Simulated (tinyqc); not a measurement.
Inside a calculation. Method: coupled-perturbed Hartree-Fock on RHF in the sto-6g basis, for H4, spin multiplicity 1. The polarisability along this axis is zero because the basis has no function that the field can mix in; the real value is not. One step of it, computed by the program tinyqc.

Question. Iteration 5 (converged): orbitals. Diagonalise F' = X^T F X, C = X C', fill 2 alpha and 2 beta electrons from the bottom; D = 2 C_occ C_occ^T. Each column has its largest component positive (the first on a tie).

converged F (hartree), lower triangle:
```
           1H 1s      2H 1s      3H 1s      4H 1s
1H 1s  -0.370898
2H 1s  -0.599725  -0.386812
3H 1s  -0.082453  -0.176642  -0.386812
4H 1s  -0.017658  -0.082453  -0.599725  -0.370898
```

X, lower triangle:
```
           1H 1s      2H 1s      3H 1s     4H 1s
1H 1s   1.248162
2H 1s  -0.478733   1.278170
3H 1s   0.045926  -0.167597   1.278170
4H 1s  -0.016131   0.045926  -0.478733  1.248162
```

Give: F' = X^T F X; orbital energies; coefficients C; D after iteration 5.

Answer.

F' = X^T F X (hartree), lower triangle:
```
         1        2        3       4
1   0.0480
2  -0.6387   0.0681
3   0.0555  -0.1801   0.0681
4  -0.0158   0.0555  -0.6387  0.0480
```

orbital energies (hartree): MO1 -0.6275, MO2 -0.5443, MO3 0.5477, MO4 0.8562

coefficients C:
```
          MO1      MO2      MO3      MO4
1H 1s  0.3477   0.4280   0.8554  -0.8681
2H 1s  0.3857   0.3945  -0.7494   1.0135
3H 1s  0.3857  -0.3945  -0.7494  -1.0135
4H 1s  0.3477  -0.4280   0.8554   0.8681
```

D after iteration 5, lower triangle:
```
         1H 1s    2H 1s   3H 1s   4H 1s
1H 1s   0.6083
2H 1s   0.6059   0.6088
3H 1s  -0.0696  -0.0139  0.6088
4H 1s  -0.1246  -0.0696  0.6059  0.6083
```
